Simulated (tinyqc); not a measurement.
Changing the sheath voltage V: ion-assisted plasma etching: sheath, surface coverage, synergy and aspect-ratio dependence. Computed by tinyqc, a small Python program. Command: `OMP_NUM_THREADS=1 python tinyqc.py 3027024 3027025 out.jsonl etch sweep`. One thread of a shared host (Intel(R) Xeon(R) Processor @ 2.30GHz), about 0.01 s of CPU time with the checks.

Radicals adsorb on bare sites; ions remove covered sites with a high yield and bare sites by sputtering; a slow spontaneous reaction acts everywhere, walls included.

Inputs (values chosen for the exercise, close to those used for silicon dioxide in a fluorocarbon plasma):
```
quantity,value,unit
plasma density n_e,3.3e+11,1/cm^3
electron temperature T_e,4.5,eV
ion mass M_i,69,u
radical density n,2.2e+12,1/cm^3
radical mass M_n,19,u
gas temperature T_g,300,K
sticking coefficient s,0.16,-
radicals per removed unit x,2,-
yield slope b,0.39,eV^(-1/2)
threshold E_th,24,eV
sputter slope b_p,0.015,eV^(-1/2)
sputter threshold E_p,30,eV
spontaneous reaction probability k_c,3.2e-05,-
solid density N,2.2e+22,1/cm^3
ion temperature T_i,0.28,eV
aspect ratio A,11,-
```

Feature: long trench.

Constants: e = 1.602176634e-19 C; u = 1.6605390666e-27 kg; k_B = 1.380649e-23 J/K; eps_0 = 8.8541878128e-12 F/m.

Method:
- Bohm speed u_B = sqrt(e T_e/M_i); ion flux G_i = 0.61 n_e u_B; radical flux G_n = n c/4 with c = sqrt(8 k_B T_g/(pi M_n)).
- Debye length lambda_D = sqrt(eps_0 T_e/(e n_s)) with n_s = 0.61 n_e, T_e in volts; Child-law sheath d = (sqrt2/3) lambda_D (2 V/T_e)^(3/4); ion energy E = V + T_e/2; angular spread = arctan(sqrt(T_i/E)).
- Yields: Y = b (sqrt(E) - sqrt(E_th)) on covered sites, Y_p = b_p (sqrt(E) - sqrt(E_p)) on bare ones (zero below threshold).
- Steady coverage: s G_n (1 - theta) = x Y G_i theta; removal flux = Y G_i theta + Y_p G_i (1 - theta) + k_c G_n; rate = flux/N, 1 cm/s = 6e8 nm/min.
- Lateral rate = k_c G_n/N; anisotropy = 1 - lateral/vertical; synergy = vertical/(ions alone + radicals alone), with ions alone Y_p G_i/N and radicals alone the lateral rate.
- Transmission of a long trench, rough form: K = (1 + ln(1 + A))/(1 + A + ln(1 + A)), walls that scatter diffusely without loss. With a loss probability S = s (1 - theta) at the floor, G_b/G_n = K/(K + S - K S); theta follows G_b, and the two are solved together. Ions are taken to reach the floor unshadowed; G_b replaces G_n in every term of the rate; A is depth over width.

One run for each value:
```
sheath voltage V (V),vertical rate (nm/min),coverage theta,floor rate over open-field rate,anisotropy,sheath thickness (um)
34,72.3,0.1033,0.7502,0.9996,127
59,113.0,0.0423,0.8177,0.9998,192
100,161.2,0.0242,0.8675,0.9998,285
170,223.9,0.0155,0.9029,0.9999,425
300,312.2,0.0102,0.9297,0.9999,650
510,420.7,0.0072,0.9475,0.9999,968
870,563.4,0.0052,0.9606,1.0000,1445
1500,754.0,0.0038,0.9705,1.0000,2174
```

What does the table show, and why?

Over the rows, vertical rate (nm/min) rises from 72.3 to 754 (exponent d ln y / d ln x 0.81 between the first rows and 0.54 between the last); coverage theta falls from 0.103 to 0.00380 (exponent d ln y / d ln x -1.6 between the first rows and -0.58 between the last); floor rate over open-field rate rises from 0.750 to 0.971 (exponent d ln y / d ln x 0.16 between the first rows and 0.019 between the last). The exponent of sheath thickness stays at 0.75: the Child law.  Left out: 20.0 (the solver found no solution).

Caution (rows 34.0, 59.0, 100): at this aspect ratio many ions strike the walls, so ion shadowing, left out here, adds to the lag. Caution (all rows): the trench transmission is an interpolation between the limits 1 and ln(A)/A, good to tens of per cent. Caution (rows 1500): a sheath of several millimetres is collisional at usual pressures, which lowers the ion energy and widens the angles.
